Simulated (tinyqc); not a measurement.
Inside a calculation: optical gain and spontaneous emission in a bulk direct-gap semiconductor. Values are carried at full precision from step to step, so a last printed digit may differ when a step is redone from the rounded ones.

F_j(eta) = (1/Gamma(j + 1)) integral_0^infinity x^j dx/(1 + exp(x - eta)), which tends to exp(eta) for eta << 0.

Quasi-Fermi levels: n = Nc F_1/2(Fc/kT) and p = Nv F_1/2(Fv/kT), Fc counted up from the conduction edge and Fv down from the valence edge; Nc, Nv from N = 2 (m kB T/(4 pi c))^(3/2) with c = hbar^2/2m0, in 1/angstrom^3; times 1e24 for 1/cm^3, with me and (mhh^(3/2) + mlh^(3/2))^(2/3).

Constants: hbar^2/2m0 = 3.80998211 eV angstrom^2; kB = 8.617333262e-05 eV/K; fine-structure constant alpha = 0.007297352564; hbar = 6.58211957e-16 eV s; hbar c = 1973.269805 eV angstrom.

Values chosen for the exercise (near those of GaAs; the results hold for these values, not for the real material):
- me = 0.0684 m0 (electron mass)
- mhh = 0.512 m0 (heavy-hole mass)
- mlh = 0.0832 m0 (light-hole mass)
- n = 4.3e+18 1/cm^3 (injected density, n = p)
- T = 300 K
- Eg = 1.385 eV (direct gap)
- Ep = 24.9 eV (Kane energy)
- nr = 3.65 (refractive index)
- E = 1.45 eV (photon energy)

## Quasi-Fermi levels

Solve for Fc and Fv.

kT = 0.025852 eV
Nc = 4.489e+17 1/cm^3
Nv = 9.796e+18 1/cm^3
Fc = 0.1368 eV
Fv = -0.0173 eV
Fc + Fv = 0.1195 eV

The separation of the quasi-Fermi levels exceeds the gap, so photons between Eg and Eg + (Fc + Fv) see gain. The quasi-Fermi level of the electrons lies inside the band, that of the holes in the gap.

## Absorption of the empty crystal

Parabolic bands, vertical transitions, no excitons. For each hole band j: mr = me mj/(me + mj); joint density of states J_j(E) = (mr/c)^(3/2) sqrt(E - Eg)/(2 pi^2), both spins, c = hbar^2/2m0; averaged matrix element |e.p|^2 = m0 Ep/6; alpha_j(E) = 4 pi^2 alpha_f c Ep J_j/(3 nr E) in 1/angstrom (alpha_f the fine-structure constant, listed as alpha among the constants), times 1e8 for 1/cm.

Evaluate at E for heavy and light holes.

mr, J and alpha of each hole band:
```
hole   mr (m0)  J (1/(eV angstrom^3))  alpha (1/cm)
heavy  0.06034              2.574e-05        4431.0
light  0.03754              1.263e-05        2174.3
```

The heavy-hole band gives 67 % of the total, 6605 1/cm.

## Occupations and gain at E

For band j the electron sits at Ee = (E - Eg) mr/me above its edge and the hole at Eh = (E - Eg) mr/mj; fe = 1/(1 + exp((Ee - Fc)/kT)), fh = 1/(1 + exp((Eh - Fv)/kT)); gain g = sum_j alpha_j (fe + fh - 1).

Use mr and alpha from the table.

Energies, occupations and gain of each hole band:
```
hole   Ee (eV)  Eh (eV)     fe     fh  g (1/cm)
heavy   0.0573   0.0077  0.956  0.276      1026
light   0.0357   0.0293  0.980  0.141       265
```

total gain = 1291 1/cm

E - Eg = 0.0650 eV is below Fc + Fv = 0.1195 eV, so both bands give gain (Bernard-Duraffourg).

## Spontaneous emission

Spontaneous rate: R = integral of (nr E/(hbar c))^2/(pi^2 hbar) sum_j alpha_j fe fh dE, with alpha in 1/cm and (nr E/(hbar c))^2 in 1/cm^2 (1e16 per 1/angstrom^2); B = R/(n p); lifetime n/R.

Integrate over photon energy.

R = 2.49e+27 1/(cm^3 s)
B = 1.35e-10 cm^3/s
radiative lifetime = 1.73 ns

## Checks

- B at n = 1e13 1/cm^3 against the van Roosbroeck-Shockley value from alpha and ni^2 (cm^3/s): both 2.36e-10.

(tinyqc, `OMP_NUM_THREADS=1 python tinyqc.py 1651133 1651134 out.jsonl`, Intel(R) Xeon(R) Processor @ 2.30GHz, 1 thread, shared host, about 0.08 s.)
